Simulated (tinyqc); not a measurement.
Coverage along the feature as the dose grows: atomic layer deposition: Langmuir saturation, growth per cycle and coating of deep features. Computed by tinyqc, a small Python program. Command: `OMP_NUM_THREADS=1 python tinyqc.py 3016148 3016149 out.jsonl ald walk`. One thread of a shared host (Intel(R) Xeon(R) Processor @ 2.30GHz), about 0.02 s of CPU time with the checks.

Precursor A sticks only on free sites, so a long enough pulse saturates; co-reactant B then frees the sites again.

Inputs (values chosen for the exercise, modelled on zinc oxide from diethylzinc and water):
```
quantity                                 value    unit
precursor mass M                           124       u
site density q                             7.4  1/nm^2
sticking probability beta on free sites  0.096       -
precursor pressure p                      0.39      Pa
temperature T                              175       C
pulse time t                             0.056       s
desorption energy E_d                     1.74      eV
aspect ratio a                              42       -
```

Feature: long trench.

Constants: u = 1.6605390666e-27 kg; k_B = 1.380649e-23 J/K; k_B = 8.617333262e-05 eV/K.

Method:
- Wall flux F = p/sqrt(2 pi M k_B T); rate of filling k_a = beta F/q; desorption k_d = 1e13 exp(-E_d/(k_B T)) per second. 1/m^2 = 1e-18/nm^2.
- Temperatures in kelvin are T(C) + 273.15.
- Diffusion-limited filling (Gordon) of a long trench of width w, hydraulic diameter 2w, so that a is replaced by a/2 in the hole formula: t = (q/F)(1 + 19a/8 + 3a^2/8). Reaction-limited filling needs ln(100)/k_a at any depth, k_a = beta F/q. Flow is molecular. The front picture holds when the modulus (a/2) sqrt(beta) is well above 1.
- Depth reached by the given pulse: solve the same formula for a. Exposure = p x diffusion-limited time; 1 langmuir = 1.33322e-4 Pa s.
- Continuum model with steady gas transport: d2n/dz2 = 3 beta (1 - th) n/d_h^2 (d_h the hydraulic diameter, n = 1 at the mouth, no flux at the floor, 60 cells), d th/dt = beta F n (1 - th)/q; no desorption. Times are multiples of the larger of the Gordon time and ln(100)/k_a.

diffusion-limited time = 1.29403 s

time to 99 % without desorption, ln(100)/k_a = 0.0814367 s

flux F = 4358.99 1/(nm^2 s)

modulus = 6.50661

Coverage:
```
multiple   t (s)  top cell  quarter depth  half depth  three quarters  floor cell
0.05      0.0647     0.968          0.312       0.024           0.001       0.000
0.10      0.1294     0.999          0.681       0.079           0.005       0.001
0.20      0.2588     1.000          0.979       0.336           0.026       0.003
0.40      0.5176     1.000          1.000       0.936           0.223       0.031
0.60      0.7764     1.000          1.000       0.999           0.708       0.169
0.80      1.0352     1.000          1.000       1.000           0.979       0.622
1.00      1.2940     1.000          1.000       1.000           1.000       1.000
1.30      1.6822     1.000          1.000       1.000           1.000       1.000
```

At a multiple of 0.2 the coverage is 1.00 at the top and 0.00 at the floor. The walls fill from the top down behind a front whose depth grows as sqrt(t), since the modulus is well above 1. In the last row the floor reaches 1.000. Caution: for a long trench the a/2 rule ignores the ln(a)/a transmission of a slit, so times at large a are too long.
